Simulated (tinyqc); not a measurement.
Inside a calculation. Method: Hubbard ring of 4 sites. Computed by tinyqc, a small Python program that keeps every step. Settings: hopping = 1.56, U = 1.3, mixing = 0.5, iteration cap = 60. Command: `OMP_NUM_THREADS=1 python tinyqc.py 30951 30952 out.jsonl` (the two numbers bound the seeds that draw the settings). One thread of a shared host (Intel(R) Xeon(R) Processor @ 2.60GHz), about 0.2 s of CPU time with the checks. Later iterations appear only in the table of the cycle.

## Mean-field iteration 1

one-body matrix (hopping and site energies) (eV), lower triangle:
```
           1          2          3         4
1   0.000000
2  -1.560000   0.000000
3   0.000000  -1.560000   0.000000
4  -1.560000   0.000000  -1.560000  0.000000
```

U = 1.300000 eV

electrons, up and down: 2  2

mixing = 0.500000

n(up) at the start (a guess, not normalised): 1 0.500000, 2 0.500000, 3 0.500000, 4 0.500000

n(down) at the start (a guess): 1 0.500000, 2 0.500000, 3 0.500000, 4 0.500000

H(up) = T + U n(down), H(down) = T + U n(up); fill the lowest levels; n(new) = n + mixing (n(out) - n); E = tr T (rho up + rho down) + U sum n_up n_down of the output.

levels, up (eV): -2.470000  0.650000  0.650000  3.770000

levels, down (eV): -2.470000  0.650000  0.650000  3.770000

energy = -4.761753 eV

n(up) after iteration 1: 1 0.592572, 2 0.407428, 3 0.592572, 4 0.407428

n(down) after iteration 1: 1 0.592572, 2 0.407428, 3 0.592572, 4 0.407428

The highest filled level is degenerate with an empty one, so which vector is filled is an arbitrary choice.

## Mean-field iteration 2

As before.

levels, up (eV): -2.472320  0.529656  0.770344  3.772320

levels, down (eV): -2.472320  0.529656  0.770344  3.772320

energy = -4.584828 eV

n(up) after iteration 2: 1 0.416468, 2 0.583532, 3 0.416468, 4 0.583532

n(down) after iteration 2: 1 0.416468, 2 0.583532, 3 0.416468, 4 0.583532

## Convergence

Each step fills the lowest levels of T + U n(other spin) and sets n(new) = n + mixing (n(out) - n); stop when output and input agree to 1e-8.

Course of the cycle:
```
iteration       E (eV)  largest |n(out) - n(in)|  mean |n_up - n_down|
1          -4.76175255                  1.85e-01              0.000000
2          -4.58482753                  3.52e-01              0.000000
3          -4.58822117                  3.42e-01              0.000000
4          -4.58671264                  3.47e-01              0.000000
5          -4.58739087                  3.45e-01              0.000000
6          -4.58708749                  3.46e-01              0.000000
7          -4.58722351                  3.45e-01              0.000000
8          -4.58716259                  3.45e-01              0.000000
9          -4.58718988                  3.45e-01              0.000000
10         -4.58717765                  3.45e-01              0.000000
11         -4.58718313                  3.45e-01              0.000000
...                ...                       ...                   ...
50         -4.58718144                  3.45e-01              0.000000
51         -4.58718144                  3.45e-01              0.000000
52         -4.58718144                  3.45e-01              0.000000
53         -4.58718144                  3.45e-01              0.000000
54         -4.58718144                  3.45e-01              0.000000
55         -4.58718144                  3.45e-01              0.000000
56         -4.58718144                  3.45e-01              0.000000
57         -4.58718144                  3.45e-01              0.000000
58         -4.58718144                  3.45e-01              0.000000
59         -4.58718144                  3.45e-01              0.000000
60         -4.58718144                  3.45e-01              0.000000
```

Not converged within 60 iterations: the residual has stopped falling. The lowest mean-field energy found from random starts is -5.30265 eV. Reruns (cap 100 unless said): mixing 0.2: not converged; mixing 0.9: not converged; the original settings with a cap of 400: not converged.

## Exact diagonalisation (36 states)

Lowest levels of the sector, and the double occupancy of the lowest state.

lowest levels (eV): -5.365197  -5.310841  -4.736107  -4.653865  -2.536989  -2.536989

double occupancy per site = 0.150703

## The lowest level by Lanczos steps

From a random start vector (not printed): a_j = <q_j|H|q_j>, b_j = norm of the remainder after orthogonalising; the Ritz value is the lowest eigenvalue of the tridiagonal matrix of a and b so far.

Lanczos:
```
j    a_j (eV)  b_j (eV)  lowest Ritz value (eV)
1    0.517230  4.004655              0.51722958
2    0.465980  4.279379             -3.51313262
3    2.126498  3.107167             -5.00556431
4    1.946224  2.632695             -5.29800918
5    1.711644  2.087572             -5.34833008
6    4.052068  3.458269             -5.35243935
7    0.879314  3.419457             -5.35360086
8   -0.047010  3.165116             -5.35456297
9    0.723421  2.585555             -5.35582202
10   0.330245  2.554781             -5.35683150
```
